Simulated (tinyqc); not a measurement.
Inside a calculation. Method: Hueckel theory of the pi electrons, for the molecule C=C1C=CC=NC=C1 (SMILES; centres numbered as the heavy atoms are written). Computed by tinyqc, a small Python program that keeps every step. Settings: charge = 0. Command: `OMP_NUM_THREADS=1 python tinyqc.py 26612 26613 out.jsonl` (the two numbers bound the seeds that draw the settings). One thread of a shared host (Intel(R) Xeon(R) Processor @ 2.60GHz), about 0.01 s of CPU time with the checks.

## The Hueckel matrix

Centres:
```
centre  z_r, pi electrons of the neutral centre       h
1C                                            1  0.0000
2C                                            1  0.0000
3C                                            1  0.0000
4C                                            1  0.0000
5C                                            1  0.0000
6N                                            1  0.5000
7C                                            1  0.0000
8C                                            1  0.0000
```

Bonds:
```
i  j       k
1  2       1
2  3       1
3  4       1
4  5       1
5  6       1
6  7  1.0000
7  8       1
8  2       1
```

H_rr = alpha + h_r beta, H_rs = k_rs beta for bonded centres.

Hueckel matrix in units of beta (H = alpha + beta A), order 1C, 2C, 3C, 4C, 5C, 6N, 7C, 8C:
```
[[0.0000, 1.0000, 0.0000, 0.0000, 0.0000, 0.0000, 0.0000, 0.0000],
 [1.0000, 0.0000, 1.0000, 0.0000, 0.0000, 0.0000, 0.0000, 1.0000],
 [0.0000, 1.0000, 0.0000, 1.0000, 0.0000, 0.0000, 0.0000, 0.0000],
 [0.0000, 0.0000, 1.0000, 0.0000, 1.0000, 0.0000, 0.0000, 0.0000],
 [0.0000, 0.0000, 0.0000, 1.0000, 0.0000, 1.0000, 0.0000, 0.0000],
 [0.0000, 0.0000, 0.0000, 0.0000, 1.0000, 0.5000, 1.0000, 0.0000],
 [0.0000, 0.0000, 0.0000, 0.0000, 0.0000, 1.0000, 0.0000, 1.0000],
 [0.0000, 1.0000, 0.0000, 0.0000, 0.0000, 0.0000, 1.0000, 0.0000]]
```

## Orbitals

pi electrons, sum of z_r less the charge = 8

Diagonalise; E = alpha + x beta with beta < 0, so the largest x are filled first; degenerate levels share their electrons. P = sum n_i c_ri c_si; each orbital has its largest coefficient positive (the first on a tie).

x values: [2.1579, 1.5833, 1.2638, 0.2600, -0.3574, -0.7494, -1.6865, -1.9717]

occupations: [2.0000, 2.0000, 2.0000, 2.0000, 0.0000, 0.0000, 0.0000, 0.0000]

coefficients, order 1C, 2C, 3C, 4C, 5C, 6N, 7C, 8C:
```
[[0.1921, -0.3320, -0.0694, 0.6925, -0.1201, 0.5100, -0.0373, -0.3043],
 [0.4145, -0.5257, -0.0877, 0.1801, 0.0429, -0.3822, 0.0629, 0.5999],
 [0.3397, -0.3090, 0.3823, -0.2700, 0.5588, -0.0326, 0.2268, -0.4531],
 [0.3185, 0.0363, 0.5709, -0.2503, -0.2427, 0.4066, -0.4454, 0.2934],
 [0.3477, 0.3666, 0.3392, 0.2049, -0.4721, -0.2721, 0.5244, -0.1255],
 [0.4318, 0.5441, -0.1422, 0.3035, 0.4114, -0.2026, -0.4390, -0.0460],
 [0.3682, 0.2228, -0.4478, -0.2778, 0.1194, 0.5253, 0.4356, 0.2391],
 [0.3627, -0.1913, -0.4238, -0.3757, -0.4541, -0.1910, -0.2956, -0.4255]]
```

charge and bond-order matrix P, order 1C, 2C, 3C, 4C, 5C, 6N, 7C, 8C:
```
[[1.2631, 0.7698, -0.0913, -0.3276, 0.1269, 0.2448, -0.3291, -0.1953],
 [0.7698, 0.9765, 0.4422, 0.0356, -0.0829, -0.0798, 0.0495, 0.4408],
 [-0.0913, 0.4422, 0.8599, 0.7656, 0.1584, -0.3156, -0.0800, 0.2435],
 [-0.3276, 0.0356, 0.7656, 0.9827, 0.5329, 0.0003, -0.1216, -0.0786],
 [0.1269, -0.0829, 0.1584, 0.5329, 0.8247, 0.7271, 0.0018, -0.3295],
 [0.2448, -0.0798, -0.3156, 0.0003, 0.7271, 1.1896, 0.5192, -0.0025],
 [-0.3291, 0.0495, -0.0800, -0.1216, 0.0018, 0.5192, 0.9258, 0.7701],
 [-0.1953, 0.4408, 0.2435, -0.0786, -0.3295, -0.0025, 0.7701, 0.9778]]
```

## Energy, charges, bond orders

E = sum n x; q_r = z_r - P_rr; bond order p = P_rs; free valence = sqrt(3) - sum of p over the bonds of the atom.

pi energy = 8 alpha + this times beta = 10.5302

pi charges: [-0.2631, 0.0235, 0.1401, 0.0173, 0.1753, -0.1896, 0.0742, 0.0222]

Bond orders and lengths from R = 1.517 - 0.180 p (angstrom, C-C alone):
```
bond       p       R
1-2   0.7698  1.3784
2-3   0.4422  1.4374
3-4   0.7656  1.3792
4-5   0.5329  1.4211
5-6   0.7271       -
6-7   0.5192       -
7-8   0.7701  1.3784
8-2   0.4408  1.4377
```

free valence of the carbons: [0.9622, 0.0792, 0.5243, 0.4335, 0.4721, 0.4428, 0.5212]

gap between the highest filled and the next level = 0.6174 |beta|
